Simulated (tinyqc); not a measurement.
Adding salt: a particle near a wafer in liquid: double-layer and van der Waals forces (DLVO), deposition barrier and removal. Computed by tinyqc, a small Python program. Command: `OMP_NUM_THREADS=1 python tinyqc.py 3113393 3113394 out.jsonl dlvo walk`. One thread of a shared host (Intel(R) Xeon(R) Processor @ 2.30GHz), about 0.01 s of CPU time with the checks.

Sphere and flat wall, Derjaguin approximation, constant potentials in the linear-superposition form, no retardation and no hydration force.

Inputs (values chosen for the exercise, of the order of those for silicon nitride on silicon in water): particle radius R = 17 nm; Hamaker constant A = 3.4e-20 J; potential of the particle psi_1 = -10 mV; potential of the wafer psi_2 = -14 mV; salt concentration c = 0.034 mol/L; valence z of the symmetric salt = 1; temperature T = 293 K; dielectric constant of the liquid = 80.2.

Constants: e = 1.602176634e-19 C; N_A = 6.02214076e+23 1/mol; eps_0 = 8.8541878128e-12 F/m; k_B = 1.380649e-23 J/K; k_B = 8.617333262e-05 eV/K.

Method:
- kappa^2 = 2 z^2 e^2 N_A (1000 c)/(eps eps_0 k_B T); gamma_i = tanh(z e psi_i/(4 k_B T)); Z = 64 pi eps eps_0 (k_B T/(z e))^2 gamma_1 gamma_2.
- The barrier height is zero when U = 0 and F = 0 together: kappa h = 1 and kappa = 6 Z/(e A), e = 2.718282 here; c follows from kappa^2, with the potentials held fixed.
- U(h) = Z R exp(-kappa h) - A R/(6 h); F(h) = -dU/dh = kappa Z R exp(-kappa h) - A R/(6 h^2), positive for repulsion.
- F = 0 reads x^2 exp(-x) = y with x = kappa h and y = A kappa/(6 Z); the left side peaks at x = 2 with 4/e^2 = 0.5413, so roots exist for smaller y: x < 2 is the barrier, x > 2 the secondary minimum.
- kappa scales as sqrt(c); potentials are held fixed. A dash marks rows without a maximum.

critical concentration = 5.99486e-04 mol/L

kappa = 0.604927 1/nm

Z = 1.23730 pN

Against the concentration:
```
c (mol/L)  Debye length (nm)  barrier at (nm)  barrier (k_B T)  minimum at (nm)  minimum (k_B T)
5.99e-08              1245.4           77.924           4.5787       1.2781e+04      -1.6816e-03
5.99e-07               393.8           44.965           4.1090       3.4677e+03      -6.0873e-03
5.99e-06               124.5           26.571           3.3044       9.0552e+02      -2.2681e-02
3.00e-05                55.7           18.924           2.4424       3.4063e+02      -5.8488e-02
1.20e-04                27.8           14.702           1.4458       1.4020e+02      -1.3614e-01
3.00e-04                17.6           12.982           0.6522       7.4460e+01      -2.4423e-01
5.40e-04                13.1           12.465           0.0999       4.7636e+01      -3.6225e-01
8.99e-04                10.2           12.816          -0.3842       3.0333e+01      -5.2195e-01
1.80e-03                 7.2                -                -                -                -
```

What does the comparison show, and why?

At low salt the barrier tends to Z R = 5.20 k_B T; it is half of that between 6.0e-6 and 3.0e-5 mol/L and changes sign at 6.0e-4 mol/L, while the secondary minimum deepens to -0.36 k_B T at 0.9 of that.

Extremes, crossings and ranges named in words are read from the listed rows.
